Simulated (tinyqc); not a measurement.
# Worked calculation: input admittance of a MOSFET at zero drain bias: distributed channel and distributed gate

Computed by the program tinyqc: `OMP_NUM_THREADS=1 python tinyqc.py 2262012 2262013 out.jsonl`, one thread of a shared Intel Xeon 2.30GHz, about 0.01 s for the whole run. Printed values are rounded.

Source and drain grounded, strong inversion, w = 2 pi f, Cox = eps0 eox/tox. The channel is an RC line of resistance 1/(mu Cox Vo) per square fed from both ends, so one finger has the intrinsic admittance y = i w Cox L tanh(g)/g per width, g = (1/2) sqrt(i w tau), tau = L^2/(mu Vo). The vertical resistance rv/L is in series with y, the overlaps 2 i w Cov in parallel: y_t = 1/(1/y + rv/L) + 2 i w Cov. The gate strip is a line of Rsh/L per length loaded by y_t, so a finger has Y = y_t Wf tanh(k)/k, k = (Wf/sd) sqrt(y_t Rsh/L); the device has Nf Y.

Inputs (values chosen for the exercise); values of the order met in silicon radio-frequency transistors: relative permittivity of the gate insulator (close to aluminium oxide) eox = 9.16; insulator thickness tox = 15 nm; channel length L = 0.8 um; finger width Wf = 14 um; number of fingers Nf = 8; channel mobility mu = 420 cm^2/(V s); gate overdrive Vo = 0.49 V; sheet resistance of the gate Rsh = 33 ohm/square; vertical resistivity of the gate stack rv = 4.3 ohm um^2; number of ends at which a finger is contacted sd = 2; overlap and fringe capacitance on each side Cov = 0.23 fF/um; frequency f = 4.6 GHz.

Constants: eps0 = 8.8541878128e-14 F/cm where lengths are in cm. Results are converted to the units shown.

## Low-frequency resistances and capacitance

Low-frequency limits, with c = Cox L and ct = c + 2 Cov: R_strip = Rsh Wf/(3 sd^2 L Nf), R_ch = (c/ct)^2 L/(12 mu Cox Vo Wf Nf), R_vert = (c/ct)^2 rv/(L Wf Nf), C = ct Wf Nf.

parts (ohm): strip 6.01562, channel 4.37030, vertical 0.0392085
sum = 10.4251 ohm
C = 535.983 fF
1/(2 pi R C) = 28.4831 GHz

The strip term is the largest, 57.7 % of the sum.

## Admittance of the channel and stack per width

tau, g, c = Cox L, y and y_t as defined.

tau = 31.0982 ps
g = 0.335190+0.335190i
c = 4.32557 fF/um
y = 9.288+124.186i uS/um
y_t = 9.371+137.468i uS/um

w tau = 0.899, and Im y is 0.993 of w c.

## Input impedance of the device

k and Y as defined; Z = 1/(Nf Y) = R + 1/(i w C); Q = |Im Z|/R; signal at the point farthest from a contact |1/cosh k|.

k = 0.385644+0.360251i
Nf Y = 2.4201+15.0524i mS
R = 10.4120 ohm
C = 534.259 fF
Q = 6.21978
signal at the far point = 0.984384

R is 0.13 % below its low-frequency limit and C is 0.32 % below its own.
